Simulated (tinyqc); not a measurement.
Inside a calculation: alloy A(1-x)B(x) by interpolation with bowing. Values are carried at full precision from step to step, so a last printed digit may differ when a step is redone from the rounded ones.

Each gap follows E(x) = (1 - x) E_A + x E_B - C x (1 - x); the lattice constant follows Vegard, a(x) = (1 - x) a_A + x a_B.

Constants: hc = 1239.841984 eV nm; kB = 8.617333262e-05 eV/K.

Parameters, chosen for this exercise (A near Si, B near Ge; the results hold for these values, not for the real material):
- a = (5.429, 5.659) angstrom (lattice constant of A, B)
- x = 0.26 (fraction of B)
- Eg = (4.193, 0.89) eV (gap at Gamma to the s-like level of A, B)
- EgX = (1.155, 0.938) eV (gap to the lowest valley along Gamma-X of A, B)
- EgL = (2.071, 0.734) eV (gap to L of A, B)
- C = (0.178, 0.225, 0) eV (bowing of the Gamma, X and L gaps)
- Dso = (0.045, 0.289) eV (spin-orbit splitting of A, B)
- Ep = (21.8, 26.1) eV (Kane energy of A, B)
- me = (0.2021, 0.0379) m0 (electron mass at Gamma of A, B)
- Cs = 0 eV (bowing of Dso)
- md = (0.1525, 0.8, 0.66) m0 (density-of-states masses of Gamma, all X and all L valleys)
- T = 400 K (temperature)

## Gaps and lattice constant at x

Also give the wavelength hc/E of the lowest gap.

a(x) = 5.4888 angstrom

linear parts (eV): Gamma 3.3342, X 1.0986, L 1.7234

bowing terms C x (1 - x) (eV): Gamma 0.0342, X 0.0433, L 0.0000

gaps (eV): Gamma 3.3000, X 1.0553, L 1.7234

wavelength of the lowest gap = 1174.9 nm

The lowest valley is X, so the gap is indirect; the next, L, lies 668 meV higher.

## Where the valleys cross

The difference of two gaps is a quadratic q2 x^2 + q1 x + q0 with q2 = C_i - C_j, q1 = (E_B - E_A - C)_i - (E_B - E_A - C)_j, q0 = E_A,i - E_A,j; give its roots between 0 and 1 (a dash: none).

Crossings:
```
pair         q2      q1      q0  first root  second root
Gamma-X  -0.047  -3.039   3.038      0.9847            -
Gamma-L   0.178  -2.144   2.122           -            -
X-L       0.225   0.895  -0.916      0.8443            -
```

The lowest valley changes at x = 0.844 (X to L, gap 0.942 eV). The other crossings lie above the lowest valley.

## Electron mass of the alloy

Mass at Gamma from the Kane formula 1/m = F + Ep (Eg + 2 Dso/3)/(Eg (Eg + Dso)). F is fixed by the masses of A and B and interpolated linearly, as is Ep; Eg and Dso carry their bowing.

Compare with the linear interpolation of the masses.

F of A, B: -0.2327  -0.5445

Ep, Eg, Dso at x (eV): 22.9180  3.3000  0.1084

m(x) from the Kane formula = 0.1525 m0
m(x) linear = 0.1594 m0

The Kane value lies 4.3 % below the linear one. The Gamma valley is not the lowest at this x.

## Shares of the electrons in the valleys

Non-degenerate: n_i proportional to md_i^(3/2) exp(-E_i/kT).

md^(3/2): Gamma 0.0596, X 0.7155, L 0.5362

(E - E_min)/kT: Gamma 65.12, X 0.00, L 19.38

shares: Gamma 0.000, X 1.000, L 0.000

X holds most electrons (100.0 %).

## Checks

- The Gamma and X gaps at their crossing x = 0.9847 (eV): both 0.9379.
- The X and L gaps at their crossing x = 0.8443 (eV): both 0.9422.

Run: tinyqc, `OMP_NUM_THREADS=1 python tinyqc.py 1051112 1051113 out.jsonl`; Intel(R) Xeon(R) Processor @ 2.30GHz, one thread, shared host; about 0.01 s of CPU time with all checks.
